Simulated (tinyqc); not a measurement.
Shrinking the mesa: defect, radiative and Auger recombination at equal electron and hole densities (ABC model).

J/(e d) = Ae n + B n^2 + C n^3 with Ae = A + 4 S/w (four side walls, carriers spread evenly), e = 1.602176634e-19 C, lengths in cm; internal efficiency IQE = B n^2/(Ae n + B n^2 + C n^3); all injected carriers recombine in the layer.

Values chosen for the exercise (orders of magnitude like those quoted for GaN; not measured data):
- A = 10000000 1/s (defect rate)
- B = 3e-12 cm^3/s (radiative coefficient)
- C = 9.6e-32 cm^6/s (Auger coefficient)
- d = 5.4 nm (active thickness)
- S2 = 4500 cm/s (recombination velocity of the side walls in this comparison)
- J = 850 A/cm^2 (current density)

S = S2; w takes the values listed.

Results:
```
w (micrometre)  Ae (1/s)  IQE_max  J at the peak (A/cm^2)  IQE at J
200             1.09e+07    0.595                    49.6     0.434
100             1.18e+07    0.585                    54.5     0.433
50              1.36e+07    0.568                    64.8     0.431
20              1.90e+07    0.526                    97.6     0.423
10              2.80e+07    0.478                     158     0.412
5               4.60e+07    0.417                     299     0.389
1               1.90e+08    0.260                1.98e+03     0.241
```

Give the missing row, w (micrometre) = 2.

Computed row:
```
w (micrometre)  Ae (1/s)  IQE_max  J at the peak (A/cm^2)  IQE at J
2               1.00e+08    0.326                     829     0.326
```

The walls equal the bulk defect rate at w = 4 S/A = 18 micrometre. From 200 to 1 micrometre the peak efficiency falls from 0.595 to 0.26 and moves to a current 39.9 times higher; at the fixed J the efficiency goes from 0.434 to 0.241. For large w diffusion to the walls, left out here, would limit the loss.

Program tinyqc; command `OMP_NUM_THREADS=1 python tinyqc.py 1652434 1652435 out.jsonl`; about 0.01 s on one thread of a shared Intel(R) Xeon(R) Processor @ 2.30GHz.
